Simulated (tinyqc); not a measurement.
# Implant damage, amorphisation by cascade overlap, and solid-phase epitaxial regrowth, step by step

A worked calculation. Computed by tinyqc, a small Python program that keeps every step. Command: `OMP_NUM_THREADS=1 python tinyqc.py 3110563 3110564 out.jsonl sper walk`. One thread of a shared host (Intel(R) Xeon(R) Processor @ 2.30GHz), about 0.01 s of CPU time with the checks. Intermediate numbers are printed to about 6 digits and carried at full precision; extremes and crossings named in words are read from the listed rows.

Range and width of the damage are inputs. Dynamic annealing enters only through the surviving share f.

Inputs (values chosen for the exercise, modelled on fluorine ions in silicon):
```
quantity                            value    unit
atomic density N                     49.9  1/nm^3
ion Z1                                  9       -
ion mass M1                            19       u
target Z2                              14       -
target mass M2                      28.09       u
ion energy E                           23     keV
displacement energy E_d                16      eV
depth of the damage peak R_d           26      nm
width of the damage profile s_d        13      nm
share of defects that survive f      0.85       -
critical displaced share x_c         0.17       -
dose Q                            1.3e+15  1/cm^2
overlaps needed n                       3       -
area amorphised by one track A_i      1.3    nm^2
regrowth prefactor v0             6.3e+15    nm/s
regrowth energy E_a                  2.71      eV
anneal temperature                    541       C
rate relative to (100)               0.33       -
peak enhancement by the dopant        6.6       -
ramp rate                             4.4     K/s
```

Constants: a_0 = 0.529177210903 angstrom; e^2/(4 pi eps_0) = 14.39964548 eV angstrom; k_B = 8.617333262e-05 eV/K.

## Damage energy and displacements per ion

Robinson partition: eps = E a M2/(Z1 Z2 (e^2/(4 pi eps_0)) (M1 + M2)), a = 0.8853 a_0/sqrt(Z1^(2/3) + Z2^(2/3)); k = 0.0793 Z1^(2/3) Z2^(1/2) (M1 + M2)^(3/2)/((Z1^(2/3) + Z2^(2/3))^(3/4) M1^(3/2) M2^(1/2)); damage energy T_d = E/(1 + k (eps + 0.40244 eps^(3/4) + 3.4008 eps^(1/6))); displacements nu = 0.8 T_d/(2 E_d).

reduced energy eps = 1.11275

k = 0.166380

damage energy T_d = 12.5431 keV

T_d/E = 0.545354

displacements per ion nu = 313.578

45 % of the energy goes to electrons.

## The amorphous layer

Displaced share x(z) = f nu Q exp(-(z - R_d)^2/(2 s_d^2))/(sqrt(2 pi) s_d N); the layer is amorphous where x > x_c, between R_d -/+ s_d sqrt(2 ln(x_max/x_c)), the upper edge being cut at the surface. Threshold dose Q_c = Q x_c/x_max.

peak displaced share x_max = 2.13096

threshold dose Q_c = 1.03709e+14 1/cm^2

upper edge = 0 nm

lower edge = 55.2343 nm

The layer reaches the surface. Caution: x above 1 counts atoms displaced more than once.

## Damage left below the interface

Displaced atoms per area beyond the lower edge z2: f nu Q (1/2) erfc((z2 - R_d)/(sqrt2 s_d)); they are not removed by regrowth.

share of the damage beyond z2 = 0.0122629

displaced atoms beyond z2 = 4.24916e+15 1/cm^2

## Layer against dose

The formulas are those given above.

Dose series; the last column is f nu Q erfc((z2 - R_d)/(sqrt2 s_d))/2:
```
Q (1/cm^2)    x_max  upper edge (nm)  lower edge (nm)  displaced atoms beyond z2 (1/cm^2)
1.14e+14    0.18687          20.3452          31.6548                         1.00816e+16
1.56e+14    0.25571          14.2529          37.7471                         7.61333e+15
2.59e+14    0.42455           8.4117          43.5883                         6.07749e+15
4.15e+14    0.68027           4.3505          47.6495                         5.30088e+15
7.26e+14    1.19006           0.3537          51.6463                         4.69444e+15
1.24e+15    2.03260           0.0000          54.9598                         4.28045e+15
2.59e+15    4.24552           0.0000          58.9791                         3.86083e+15
5.19e+15    8.50744           0.0000          62.3670                         3.56253e+15
```

A dose 46 times larger moves the lower edge from 31.7 to 62.4 nm, as the root of a logarithm, and the damage beyond it falls by a factor 2.8, since the edge lies on an ever steeper tail. The layer reaches the surface at Q_c exp(R_d^2/(2 s_d^2)) = 7.66e14 per cm^2.

## Overlap model

Gibbons model: a point turns amorphous after n + 1 hits; with y = A_i Q the amorphous share is 1 - exp(-y) sum_(k=0..n) y^k/k!. Doses are set by y.

Amorphous share:
```
y     Q (1/cm^2)  direct impact (n = 0)      given n
0.1  7.69231e+12               0.095163  3.84683e-06
0.3  2.30769e+13               0.259182  2.65811e-04
0.6  4.61538e+13               0.451188  3.35807e-03
1.0  7.69231e+13               0.632121  1.89882e-02
2.0  1.53846e+14               0.864665  1.42877e-01
3.0  2.30769e+14               0.950213  3.52768e-01
5.0  3.84615e+14               0.993262  7.34974e-01
8.0  6.15385e+14               0.999665  9.57620e-01
```

At small y the share grows as y^4; between the first rows the exponent is 3.86.

## Isothermal regrowth

v = v0 x orientation factor x exp(-E_a/(k_B T)) x [1 + (enhancement - 1) exp(-(z - R_d)^2/(2 s_d^2))], T = anneal temperature + 273.15 K; the dopant is taken to follow the damage profile; the lower front moves from the lower edge z2 to the surface, or to the middle (z1 + z2)/2 of a buried layer with upper edge z1; time = int dz/v; the equivalent undoped distance is that time times the undoped velocity.

undoped velocity = 0.0348597 nm/s

distance to regrow = 55.2343 nm

time without enhancement = 1584.48 s

equivalent undoped distance = 16.2103 nm

time with enhancement = 465.017 s

The rate doubles for each 15 K or so near this temperature.

## Regrowth during a ramp

On a linear ramp from 200 C regrowth ends at the T_f where int v_undoped dT/(ramp rate) equals the equivalent undoped distance.

temperature at which regrowth ends = 645.381 C

Checks made by the program: tail against quadrature of x(z) N (relative difference below 1e-10).
